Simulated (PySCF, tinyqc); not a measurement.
Worked calculation: G0W0 on RHF in the sto-3g basis, for H4, spin multiplicity 1. The lowest restricted solution is unstable here: a spin-polarised one lies 0.0482 hartree lower (PySCF). One step of it, computed by the program tinyqc.

Task: G0W0 on Hartree-Fock: LUMO. W(p,q,m) = sqrt2 sum_ia (pq|ia) (X+Y)_ia,m; Sigma_c(x) = sum_(i,m) W^2/(x - e_i + w_m) + sum_(a,m) W^2/(x - e_a - w_m); solve x = e_p + Sigma_c(x) by Newton steps; Z = 1/(1 - dSigma/dx); 1 hartree = 27.211386 eV.

orbital energies (hartree): MO1 -0.484090, MO2 -0.301123, MO3 0.223892, MO4 0.411075

Two-electron integrals over orbitals (pq|rs), unique and non-zero (hartree):
```
(11|11) 0.430539   (21|21) 0.156689   (22|11) 0.429419   (22|22) 0.436492
(31|31) 0.119687   (32|32) 0.096101   (33|11) 0.424519   (33|22) 0.426804
(33|33) 0.432948   (41|32) 0.093743   (41|41) 0.091472   (42|31) 0.124858
(42|42) 0.134397   (43|21) 0.159970   (43|43) 0.174565   (44|11) 0.430320
(44|22) 0.438158   (44|33) 0.440260   (44|44) 0.452364
```

excitation energies w (hartree): 0.623086  0.713877  1.103663  1.104833

X + Y:
```
             1          2         3         4
1>3   0.000000   0.728477  0.000000  0.545813
1>4  -0.393025   0.000000  0.850810  0.000000
2>3   0.867184   0.000000  0.226157  0.000000
2>4   0.000000  -0.681035  0.000000  0.587312
```

Give: The 12 largest terms at x = e_p; Newton steps; quasiparticle energy of the LUMO; Hartree-Fock value.

Result:

The 12 largest terms at x = e_p (hartree; W for the signs of X + Y given):
```
q  m       W      term
1  4  0.1961    0.0212
2  3  0.1435    0.0126
2  1  0.0658    0.0038
1  2  0.0030  6.54e-06
```

Newton steps (hartree):
```
step       x  Sigma_c(x)       Z
0     0.2239      0.0376  0.9778
1     0.2607      0.0368  0.9787
2     0.2607      0.0368  0.9787
```

quasiparticle energy of the LUMO = 7.0941 eV

Hartree-Fock value = 6.0924 eV
